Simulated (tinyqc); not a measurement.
Warping of the constant-energy contours: six-band Luttinger-Kohn model.

Six-band Luttinger-Kohn model in the basis |3/2,3/2>, |3/2,1/2>, |3/2,-1/2>, |3/2,-3/2>, |1/2,1/2>, |1/2,-1/2>, electron energies, zero at the top of the unstrained valence band. H = -[rows: (P+Q, -S, R, 0, -S/r2, r2 R); (-S*, P-Q, 0, R, -r2 Q, r32 S); (R*, 0, P-Q, S, r32 S*, r2 Q); (0, R*, S*, P+Q, -r2 R*, -S*/r2); (-S*/r2, -r2 Q, r32 S, -r2 R, P+Dso, 0); (r2 R*, r32 S*, r2 Q, -S/r2, 0, P+Dso)], r2 = sqrt(2), r32 = sqrt(3/2). Levels are twofold.

P = c g1 k^2 - av tr(e); Q = c g2 (kx^2 + ky^2 - 2 kz^2) - (b/2)(exx + eyy - 2 ezz); R = c sqrt3 [-g2 (kx^2 - ky^2) + 2i g3 kx ky] + (sqrt3/2) b (exx - eyy) - i d exy; S = 2 c sqrt3 g3 (kx - i ky) kz - d (exz - i eyz); c = hbar^2/2m0, e the strain tensor (not engineering shear).

Constants: hbar^2/2m0 = 3.80998211 eV angstrom^2.

Parameters, chosen for this exercise (near those of AlAs; the results hold for these values, not for the real material):
- Dso = 0.281 eV (spin-orbit splitting)
- g1 = 3.76 (Luttinger gamma1)
- g2 = 0.82 (gamma2)
- g3 = 1.42 (gamma3)
- E_h = 10 meV (hole energy below the top)

No strain (e = 0). In the plane kz = 0, |k| where the top and second pairs lie E_h below the top, against the angle from [100]; m = c k^2/E_h.

Contours:
```
angle (degrees)  k top (1/angstrom)  k second (1/angstrom)  m top (m0)  m second (m0)
0                            0.0352                 0.0221       0.472          0.186
9                            0.0362                 0.0219       0.498          0.183
18                           0.0389                 0.0214       0.576          0.175
27                           0.0427                 0.0209       0.696          0.166
36                           0.0465                 0.0206       0.824          0.161
45                           0.0482                 0.0204       0.885          0.159
```

What does the comparison show?

The heavy contour reaches 1.370 times as far along [110] as along [100], the light one 0.924 times. The warping follows g3 - g2 = 0.60 and would vanish for g2 = g3. Along [100] the heavy mass is 1/(g1 - 2 g2) = 0.472 at any energy, while the light one is 0.1864, against 1/(g1 + 2 g2) = 0.1852 at the edge, for E_h/Dso = 0.04.

(tinyqc, `OMP_NUM_THREADS=1 python tinyqc.py 1051577 1051578 out.jsonl`, Intel(R) Xeon(R) Processor @ 2.30GHz, 1 thread, shared host, about 0.06 s.)
